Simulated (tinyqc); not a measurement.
Inside a calculation. Method: bound state in one dimension: Numerov shooting, finite differences, DVR. Computed by tinyqc, a small Python program that keeps every step. Settings: points = 64. Command: `OMP_NUM_THREADS=1 python tinyqc.py 24685 24686 out.jsonl` (the two numbers bound the seeds that draw the settings). One thread of a shared host (Intel(R) Xeon(R) Processor @ 2.60GHz), about 0.01 s of CPU time with the checks.

## Numerov steps at E = 0.1

One particle of mass 1 in V = 9.45 (1 - exp(-0.65 x))^2 (atomic units), psi = 0 at both ends:
```
parameter                 value
left end              -1.600000
right end                     7
intervals                    64
h                      0.134375
state sought (nodes)          1
```

k_i = 2 m (E - V_i); (1 + h^2 k_(i+1)/12) y_(i+1) = 2 (1 - 5 h^2 k_i/12) y_i - (1 + h^2 k_(i-1)/12) y_(i-1), from y_0 = 0, y_1 = 0.001.

Points along the way:
```
i          x         V          k        y
0   -1.60000  31.62003  -63.04006  0.00000
1   -1.46562  23.96835  -47.73671  0.00100
2   -1.33125  17.88586  -35.57172  0.00287
3   -1.19687  13.09237  -25.98475  0.00661
4   -1.06250   9.35502  -18.51004  0.01347
5   -0.92812   6.48045  -12.76090  0.02480
21   1.22188   2.83855   -5.47711  1.00893
22   1.35625   3.24359   -6.28719  1.32767
23   1.49063   3.63847   -7.07693  1.79949
24   1.62500   4.02022   -7.84044  2.50506
25   1.75937   4.38677   -8.57354  3.57140
26   1.89375   4.73669   -9.27339  5.20059
```

## Bisection on the node count

With more sign changes than the state has nodes (the last point included) the energy is too high, else too low; the bracket starts as 0.1 to 10.

Trials:
```
trial          E  sign changes  y at the right end   next
1      5.0500000             2            4.28e+03  lower
2      2.5750000             1           -3.00e+06  raise
3      3.8125000             2            8.42e+03  lower
4      3.1937500             1           -4.29e+05  raise
5      3.5031250             1           -9.69e+04  raise
6      3.6578125             1           -2.70e+04  raise
7      3.7351563             1           -5.97e+03  raise
8      3.7738281             2            1.95e+03  lower
9      3.7544922             1           -1.82e+03  raise
10     3.7641602             2            1.12e+02  lower
11     3.7593262             1           -8.42e+02  raise
12     3.7617432             1           -3.62e+02  raise
13     3.7629517             1           -1.25e+02  raise
14     3.7635559             1           -6.31e+00  raise
...          ...           ...                 ...    ...
28     3.7635883             2            5.80e-03  lower
29     3.7635882             2            2.20e-03  lower
30     3.7635882             2            3.99e-04  lower
```

eigenvalue = 3.7635882 hartree

## The same grid by other methods

Three-point finite differences and the sine-DVR kinetic matrix of Colbert and Miller on the same points.

Lowest levels (hartree):
```
state  finite differences      DVR
0                 1.35609  1.36016
1                 3.74853  3.76372
2                 5.71682  5.74496
3                 7.26784  7.30372
```
